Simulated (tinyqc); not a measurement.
## Trap density from the capacitance step

Problem. A junction with shallow donors Nd and a deep trap has C_HF = eps0 eps_r/W and C_LF = eps0 eps_r (Nd + Nt)/(Nd W + Nt xt), xt = W - lam. Find W, xt and Nt.

Values chosen for this exercise:
- eps_r = 9.84 (relative permittivity)
- Nd = 1.1e15 cm^-3 (shallow donor density)

Constants: eps0 = 8.8541878128e-14 F/cm where lengths are in cm. Results are converted to the units shown.

C_HF = 9.2597691 nF/cm^2
C_LF = 10.305688 nF/cm^2
lam = 203.78077 nm

Solution. C_HF gives W. With y = C_LF/C_HF, Nt/Nd = (y - 1)/(1 - y xt/W).

W = 940.9 nm
xt = 737.1 nm
Nt = 9.700e14 cm^-3

Numbers from tinyqc (`OMP_NUM_THREADS=1 python tinyqc.py 2050082 2050083 out.jsonl`; about 0.01 s on one thread of a shared Intel Xeon 2.30GHz).
